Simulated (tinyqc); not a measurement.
Worked calculation: tight binding, honeycomb lattice. Computed by tinyqc, a small Python program that keeps every step. Settings: t1 = 2.65, t2 = 0.37, phi = 0, delta = 0, points = 5. Command: `OMP_NUM_THREADS=1 python tinyqc.py 30077 30078 out.jsonl` (the two numbers bound the seeds that draw the settings). One thread of a shared host (Intel(R) Xeon(R) Processor @ 2.60GHz), about 0.01 s of CPU time with the checks.

## Bloch Hamiltonian at k

Parameters chosen for this model:
```
parameter     value                        unit
t1         2.650000                 eV, nearest
t2         0.370000       eV, second neighbours
phi               0  rad, phase of t2 (Haldane)
delta             0          eV, +/- on A and B
```

k point k (fractions of the reciprocal vectors): -0.300000  0.140000

H_AB = -t1 (1 + exp(-i k.a1) + exp(-i k.a2)); H_AA = delta - 2 t2 sum cos(k.b + phi), H_BB = -delta - 2 t2 sum cos(k.b - phi), b = a1, a2 - a1, -a2.

H(k) at k (eV):
```
                     A                    B
A             0.445013  -3.520279-0.478440i
B  -3.520279+0.478440i             0.445013
```

## Levels at k

Diagonalise the Hermitian matrix.

eigenvalues (eV): -3.107629  3.997655

weights |c|^2 of the basis functions:
```
     band 1    band 2
A  0.500000  0.500000
B  0.500000  0.500000
```

## Bloch Hamiltonian at K

k point K (fractions of the reciprocal vectors): 0.333333  0.666667

As before.

H(k) at K (eV):
```
          A         B
A  1.110000  0.000000
B  0.000000  1.110000
```

## Levels at K

As before.

eigenvalues (eV): 1.110000  1.110000

## Bands along a path

The same steps at evenly spaced points between the labelled ones.

Bands along the path (eV):
```
k              band 1    band 2
G          -10.170000  5.730000
G-K 0.33    -7.972281  5.447790
G-K 0.67    -3.131962  4.008709
K            1.110000  1.110000
K-M 0.33    -0.404789  2.415282
K-M 0.67    -1.506499  3.154243
M           -1.910000  3.390000
M-K' 0.33   -1.506499  3.154243
M-K' 0.67   -0.404789  2.415282
K'           1.110000  1.110000
```

With 1 band(s) filled, the highest filled level on these points lies at K and the lowest empty one at K: the bands touch or overlap, so there is no gap.
